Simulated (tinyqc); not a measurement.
From dose Q back to surface concentration C_s: concentration-dependent dopant diffusion with charged defects and the built-in field. Computed by tinyqc, a small Python program. Command: `OMP_NUM_THREADS=1 python tinyqc.py 3019094 3019095 out.jsonl extrinsic inv`. One thread of a shared host (Intel(R) Xeon(R) Processor @ 2.30GHz), about 1 s of CPU time with the checks.

A constant source C_s feeds a half space. The dopant moves through neutral point defects and through charged ones, whose number grows with the majority carrier density n.

Inputs (values chosen for the exercise, modelled on antimony in silicon): neutral prefactor D0x = 0.234 cm^2/s; neutral activation energy E0 = 3.65 eV; singly charged prefactor D01 = 14.3 cm^2/s; activation energy E1 = 4.08 eV; junction level C_B = 1.3e+15 1/cm^3; temperature T = 1075 C; time t = 450 s.

Field enhancement: on.

Constants: k_B = 8.617333262e-05 eV/K.

Method:
- n_i = 3.87e16 T^1.5 exp(-7014/T) per cm^3 (T in kelvin, an empirical form); each D = prefactor x exp(-E/(k_B T)); the intrinsic diffusivity D_i is their sum.
- Temperatures in kelvin are T(C) + 273.15.
- n = C/2 + sqrt(C^2/4 + n_i^2); D(C) = h [Dx + D1 (n/n_i)], h = 1 + C/sqrt(C^2 + 4 n_i^2).
- With y = x/sqrt(D_s t), u = C/C_s and q = -(D/D_s) du/dy: du/dy = -q D_s/D, dq/dy = -(y/2) q D_s/D, u(0) = 1. The surface flux q(0) is shot so that u tends to 0 (LSODA, an adaptive multistep solver, relative tolerance 1e-10). Dose Q = 2 q(0) C_s sqrt(D_s t).
- The junction lies where C = C_B.

Task: A run gave the result below. Find the surface concentration C_s, known to lie between 4.4e+19 and 1.2e+20 1/cm^3.

dose Q = 4.380269e+14 1/cm^2

Result:

Each step takes the trial c = (a f_b - b f_a)/(f_b - f_a), f being the result less the target and a, b, c the logarithms of the listed values; c replaces end b, the old b replaces a if the sign of f changed, and otherwise f_a is halved.

Scan of the range:
```
surface concentration C_s (1/cm^3)  dose Q (1/cm^2)
4.40e+19                                2.40089e+14
5.20e+19                                3.03633e+14
6.15e+19                                3.85189e+14
7.27e+19                                4.89192e+14
8.59e+19                                6.21841e+14
1.02e+20                                7.97247e+14
1.20e+20                                1.00970e+15
```

False position (Illinois rule, in the logarithm of the input) inside the bracket:
```
step        end a        end b        trial  dose Q (1/cm^2)
1     6.15000e+19  7.27000e+19  6.69560e+19      4.34831e+14
2     7.27000e+19  6.69560e+19  6.72808e+19      4.37848e+14
3     7.27000e+19  6.72808e+19  6.73170e+19      4.38185e+14
4     6.72808e+19  6.73170e+19  6.73000e+19      4.38027e+14
5     6.73170e+19  6.73000e+19  6.73000e+19      4.38027e+14
```

Dose Q rises at every point of a 13-point scan of the range (every second point is shown), so one value fits; it is bracketed by 6.15e19 and 7.27e19. Answer: surface concentration C_s = 6.730e19 1/cm^3.

Caution: at such concentrations dopants can cluster or exceed their solubility; the active fraction and the diffusivity then fall below the model.
